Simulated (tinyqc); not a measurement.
The sixth-power law: interface roughness in a thin film (subband fluctuation and scattering).

Square well of width t, barriers V0, c = hbar^2/2m0: E1 solves k t + 2 atan[(k/mz)/(kappa/mb)] = pi, k = sqrt(mz E/c), kappa = sqrt(mb (V0 - E)/c). One interface is rough, so the subband edge fluctuates by G dt with G = |dE1/dt| (central difference of 0.01 angstrom; 2 E1/t for hard walls).

Gaussian roughness spectrum S(q) = pi D^2 Lc^2 exp(-q^2 Lc^2/4). Degenerate gas, taken to fill one subband (the second starts to fill once c kF^2/md exceeds E2 - E1, which is not tested here): kF = sqrt(2 pi Ns/gv), q = 2 kF sin(theta/2), 1/tau = (md/(2 pi c hbar)) G^2 times the integral from 0 to pi of S(q)(1 - cos theta)/eps(q)^2 dtheta, eps(q) = 1 + qs/q with screening (qs = gv md q0/(c eps), q0 = e^2/(4 pi eps0), form factors left out, which overstates the screening; other scattering is left out too, so these values lie far above measured mobilities in all but the thinnest films) or 1 without; mobility = tau c2/md with c2 = e/m0 = 1.75882e15 cm^2/(V s^2); 1e12/cm^2 = 1e-4/angstrom^2.

Constants: hbar^2/2m0 = 3.80998211 eV angstrom^2; hbar = 6.58211957e-16 eV s; e^2/(4 pi eps0) = 14.39964547 eV angstrom.

Parameters, chosen for this exercise (near those of a thin Ge channel on (111), one valley; not measured data): mz = 1.617 m0 (confinement mass); V0 = 2.32 eV (barrier); mb = 0.28 m0 (barrier mass); md = 0.083 m0 (mass in the plane); gv = 1 (valleys); D = 2.4 angstrom (rms height of the roughness); Lc = 18 angstrom (correlation length); Ns = 0.4 x 1e12/cm^2 (sheet density); eps = 12.3 (mean dielectric constant at the channel); ts = (11, 14, 17, 20, 25, 32, 42) angstrom (thicknesses).

Screened mobility against thickness for the finite barrier and for hard walls.

Results:
```
t (angstrom)  E1 (meV)  G (meV/angstrom)  mobility (cm^2/(V s))  the same, hard walls
11               165.1            27.698               1.16e+03                   731
14               105.4            14.151               4.46e+03              3.11e+03
17                73.0             8.166               1.34e+04              9.97e+03
20                53.5             5.129               3.40e+04              2.64e+04
32                21.6             1.313               5.18e+05              4.43e+05
42                12.7             0.591               2.55e+06              2.27e+06
```

Give the missing row, t (angstrom) = 25.

Computed row:
```
t (angstrom)  E1 (meV)  G (meV/angstrom)  mobility (cm^2/(V s))  the same, hard walls
25                34.8             2.693               1.23e+05              1.01e+05
```

With hard walls G goes as 1/t^3 and the mobility as t^6. With the finite barrier the local exponent is 5.57 at the thin end and 5.86 at the thick end, since the envelope leaks out and softens the dependence. The least value is 1.16e+03 cm^2/(V s). The gate field, which also presses carriers to the interface, is left out. Below about 20 angstrom the effective-mass picture is itself doubtful. Up to t = 25 angstrom G D exceeds half of EF - E1, where the Born rate fails.

Run: tinyqc, `OMP_NUM_THREADS=1 python tinyqc.py 1281126 1281127 out.jsonl`; Intel(R) Xeon(R) Processor @ 2.30GHz, one thread, shared host; about 0.01 s of CPU time with all checks.
